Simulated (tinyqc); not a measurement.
## Schottky emission and Poole-Frenkel conduction in an insulator, and how to tell them apart: activation energy against field

Schottky emission (electrode-limited): J = As T^2 exp[-(pb - b sqrt(F))/Vt], b = sqrt(q/(4 pi eps0 ei)). Poole-Frenkel emission (bulk-limited): J = s0 F exp[-(pt - 2 b sqrt(F))/Vt]. F in V/cm.

The activation energy is -d ln J/d(q/kB T) at fixed F.

Values chosen for this exercise; dielectric values close to those of hafnium oxide: temperature T = 400 K; high-frequency relative permittivity ei = 4.24; trap depth pt = 1.38 eV; Poole-Frenkel prefactor s0 = 9.8 S/cm; electrode barrier pb = 1.13 eV; Richardson constant As = 12 A/(cm^2 K^2).

Constants: q = 1.602176634e-19 C, kB = 1.380649e-23 J/K, Vt = kB T/q, eps0 = 8.8541878128e-14 F/cm where lengths are in cm. Results are converted to the units shown.

Activation energy against field:

| F (MV/cm) | sqrt(F) ((V/cm)^0.5) | J, Schottky (A/cm^2) | its Ea (eV) | J, Poole-Frenkel (A/cm^2) | its Ea (eV) |
|---|---|---|---|---|---|
| 0.2 | 447.2 | 1.214e-7 | 1.117 | 9.590e-10 | 1.215 |
| 0.81 | 900.0 | 1.367e-6 | 1.033 | 4.919e-7 | 1.048 |
| 1.43 | 1196 | 6.645e-6 | 0.9786 | 2.054e-5 | 0.9393 |
| 2.04 | 1428 | 2.303e-5 | 0.9357 | 3.518e-4 | 0.8536 |
| 2.66 | 1631 | 6.805e-5 | 0.8984 | 0.004006 | 0.7789 |
| 3.27 | 1808 | 1.757e-4 | 0.8657 | 0.03281 | 0.7135 |
| 3.89 | 1972 | 4.221e-4 | 0.8355 | 0.2254 | 0.6531 |
| 4.5 | 2121 | 9.363e-4 | 0.8080 | 1.283 | 0.5981 |

What does the table show?

Both activation energies fall linearly in sqrt(F), the Poole-Frenkel one twice as fast (1.22 to 0.598 eV against 1.12 to 0.808 eV). They extrapolate to pt = 1.38 eV and to pb + 2 kB T = 1.20 eV, the 2 kB T coming from the T^2. The smaller current changes from one mechanism to the other between F = 0.81 and 1.43 MV/cm. For F = 2.04, 2.66, 3.27, 3.89, 4.5 a Fowler-Nordheim estimate for tunnelling through pb with a mass of 0.4 m0 exceeds the Schottky current, so tunnelling, left out here, would compete. For F = 2.66, 3.27, 3.89, 4.5 a Fowler-Nordheim estimate for tunnelling through pb with a mass of 0.4 m0 exceeds the Poole-Frenkel current, so tunnelling, left out here, would compete.

Computed by the program tinyqc: `OMP_NUM_THREADS=1 python tinyqc.py 2370096 2370097 out.jsonl`, one thread of a shared Intel Xeon 2.30GHz, about 0.01 s for the whole run.
